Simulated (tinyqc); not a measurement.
Landau levels with Rashba coupling, step by step. Values are carried at full precision from step to step, so a last printed digit may differ when a step is redone from the rounded ones.

In a field B along z: l = 1/sqrt((e/hbar) B) is the magnetic length, n_B = B/(h/e) the number of states per area in one level, hbar wc = 2 muB B/m for mass m in m0; 1/angstrom^2 = 1e16/cm^2.

Constants: e/hbar = 1.519267448e-05 1/(T angstrom^2); h/e = 413566.7697 T angstrom^2; muB = 5.788381798e-05 eV/T; e^2/h = 3.874045865e-05 S.

Parameters, chosen for this exercise (near those of an asymmetric InAs well; the results hold for these values, not for the real material): B = 3.5 T (magnetic field); n = 1.6 x 1e11/cm^2 (electron sheet density); m = 0.0291 m0 (mass); gs = -9.45 (g factor); aR = 0.29 eV angstrom (Rashba constant).

## Scales set by the field

Give l, n_B and the filling factor nu = n/n_B.

l = 137.14 angstrom
n_B = 0.8463 x 1e11/cm^2
nu = 1.891

## The lowest levels

H = (p + eA)^2/2m + aR (sx ky - sy kx) + gs muB B sz/2. With d = 1/2 - gs m/4: E_0 = d hbar wc, and E(N, +/-) = hbar wc [N +/- sqrt(d^2 + 2 N aR^2/(l hbar wc)^2)] for N >= 1.

List the eight lowest, in meV, with the gap to the next.

Levels:

| label | E (meV) | gap above (meV) |
|---|---|---|
| 1- | 5.459 | 2.460 |
| 0 | 7.919 | 10.951 |
| 2- | 18.870 | 3.519 |
| 1+ | 22.389 | 9.920 |
| 3- | 32.309 | 4.517 |
| 2+ | 36.826 | 8.946 |
| 4- | 45.772 | 5.463 |
| 3+ | 51.235 | 8.020 |

The largest of these gaps, 10.95 meV, first occurs above level 0 and is kB T at 127 K.

## Where EF lies

Each listed level takes n_B electrons. At zero temperature and without broadening EF sits in the partly filled level.

Fill the listed levels in order up to nu; give the partly filled level, its energy and its filled share.

level: 0

EF = 7.919 meV
filled share = 0.891

## Fields of the Hall plateaus

A plateau is centred where nu = n/n_B equals 1, 2, 3, 4, 5, 6; there rho_xy = h/(nu e^2).

Plateaus:

| nu | B (T) | 1/B (1/T) | rho_xy (kohm) |
|---|---|---|---|
| 1 | 6.617 | 0.1511 | 25.8128 |
| 2 | 3.309 | 0.3022 | 12.9064 |
| 3 | 2.206 | 0.4534 | 8.6043 |
| 4 | 1.654 | 0.6045 | 6.4532 |
| 5 | 1.323 | 0.7556 | 5.1626 |
| 6 | 1.103 | 0.9067 | 4.3021 |

The order of the levels can change with B, but these counts hold wherever the levels are resolved.

## Checks

- Eight lowest levels from the matrix in 40 oscillator states against the formula, meV: they agree to 1e-10 or better.

Program tinyqc; command `OMP_NUM_THREADS=1 python tinyqc.py 1250278 1250279 out.jsonl`; about 0.01 s on one thread of a shared Intel(R) Xeon(R) Processor @ 2.30GHz.
